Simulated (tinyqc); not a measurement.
Overlap of hydrogenic dopants: pairs, impurity band and the Mott density: one step. A pair with one electron. Two cases, with inputs chosen for the exercise.

Question. Form S, J, Kx, the two levels, t, and the total energy of the lower state with the repulsion, relative to a distant pair (-1).

Ry* = Ry m/eps^2, aB = a0 eps/m. For 1s orbitals a distance rho = R/aB apart, in Ry*: overlap S = exp(-rho)(1 + rho + rho^2/3), J = (2/rho)(1 - (1 + rho) exp(-2 rho)) (attraction to the other ion), Kx = 2 (1 + rho) exp(-rho) (exchange of one electron). One electron on a pair has E = -1 - (J +/- Kx)/(1 +/- S), without the repulsion 2/rho of the ions. Hopping after orthogonalisation: t = (Kx - S J)/(1 - S^2), half the splitting. Dopants on a lattice with z neighbours, n = (3 sqrt3/4)/R^3 (bcc), give a band of width B = 2 z t, as on any lattice of two interpenetrating sublattices. Valleys, central cells and disorder are left out.

Give: S, J, Kx; levels; t; energy of the pair against a distant one (negative: bound).

Case 1.

Values chosen (out of a larger set: an isotropic mass and dielectric constant of the size used for donors in GaN; not measured data): rho = 3.7 aB (distance of a pair).

Ry* = 32.11094 meV
aB = 23.60180 angstrom

Answer.

S, J, Kx: 0.22902  0.53899  0.23240

levels (Ry*): even -1.62764, odd -1.39766

t = 0.11499 Ry*
energy of the pair against a distant one (negative: bound) = -0.08710 Ry*

In this host the pair is 8.7 nm long and its splitting 2t is 7.39 meV.

Case 2.

Values chosen (out of a larger set: an isotropic mass and dielectric constant of the size used for donors in GaAs; not measured data): rho = 4.9 aB (distance of a pair).

Ry* = 5.48582 meV
aB = 104.99548 angstrom

Answer.

S, J, Kx: 0.10353  0.40803  0.08787

levels (Ry*): even -1.44937, odd -1.35714

t = 0.04612 Ry*
energy of the pair against a distant one (negative: bound) = -0.04121 Ry*

In this host the pair is 51.4 nm long and its splitting 2t is 0.51 meV.

Computed by tinyqc, one run a case: `OMP_NUM_THREADS=1 python tinyqc.py N N+1 out.jsonl` with N = 1452267, 1452403; one thread of a shared Intel(R) Xeon(R) Processor @ 2.30GHz, about 0.01 s a run at most.
